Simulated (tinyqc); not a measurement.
Resistance of a source-drain extension with a graded tip: two steps of the calculation.

y runs along the channel, the gate covers y > 0. The doping is N0 for y < y0 and N0 10^(-(y - y0)/la) beyond, uniform over the depth xj. Sheet conductance s(y) = q mu(N) max(N - Nch, 0) xj + (for y > 0) ma Cox Vo, with mu(N) = u0 + (u1 - u0)/(1 + (N/Nr)^au) and Cox = eps0 eox/tox. Current is taken as one-dimensional; depletion of the tip, spreading and the contact are left out. The metallurgical junction lies at yj, where N = Nch.

Inputs (values chosen for the exercise); mobility law close to that of electrons in silicon: relative permittivity of the gate insulator (close to silicon dioxide) eox = 3.9; insulator thickness tox = 1.8 nm; active doping of the extension far from the gate N0 = 8.3e19 cm^-3; lateral abruptness la = 5.4 nm/decade; position under the gate where the fall begins (gate edge at 0) y0 = 3.2 nm; depth of the extension xj = 16 nm; channel doping Nch = 2.2e18 cm^-3; gate overdrive Vo = 0.87 V; mobility of the gate-induced layer ma = 180 cm^2/(V s); mobility at low doping u1 = 1414 cm^2/(V s); mobility at high doping u0 = 68.5 cm^2/(V s); reference doping Nr = 9.2e16 cm^-3; exponent au = 0.711; gate length Lg = 60 nm.

Constants: q = 1.602176634e-19 C, eps0 = 8.8541878128e-14 F/cm where lengths are in cm. Results are converted to the units shown.

Question 1. Sheet resistances and junction position. yj = y0 + la log10(N0/Nch); sheet resistance of the full extension 1/[q mu(N0)(N0 - Nch) xj] and of the gate-induced layer 1/(ma Cox Vo); metallurgical length Lg - 2 yj; ye is where the doped and the gate-induced conductances are equal.

Wanted: yj; sheet resistance of the extension; sheet resistance of the induced layer; metallurgical length; ye; N at ye.

Answer 1.

yj = 11.714 nm
sheet resistance of the extension = 610.55 ohm/square
sheet resistance of the induced layer = 3328.6 ohm/square
metallurgical length = 36.572 nm
ye = 7.5173 nm
N at ye = 1.3170e19 cm^-3

The gate takes over 4.20 nm before the junction, where N is still 5.99 times the channel doping.

Question 2. Resistance of the overlapped part. Midpoint rule on 10 equal steps from 0 to yj: R_ov = sum h/s(y), per width.

Give: y; N; doped conductance; sheet resistance; R_ov.

Answer 2.

```
point  y (nm)  N (cm^-3)  doped conductance (uS)  sheet resistance (ohm/square)
0      0.5857   8.300e19                    1638                          515.9
1       1.757   8.300e19                    1638                          515.9
2       2.928   8.300e19                    1638                          515.9
3       4.100   5.655e19                    1147                          690.7
4       5.271   3.432e19                   726.0                          974.3
5       6.443   2.082e19                   460.2                           1315
6       7.614   1.264e19                   288.8                           1697
7       8.785   7.669e18                   173.9                           2108
8       9.957   4.654e18                   92.08                           2548
9       11.13   2.824e18                   28.30                           3042
```

R_ov = 16.31 ohm um

Computed by the program tinyqc: `OMP_NUM_THREADS=1 python tinyqc.py 2282176 2282177 out.jsonl`, one thread of a shared Intel Xeon 2.30GHz, about 0.03 s for the whole run.
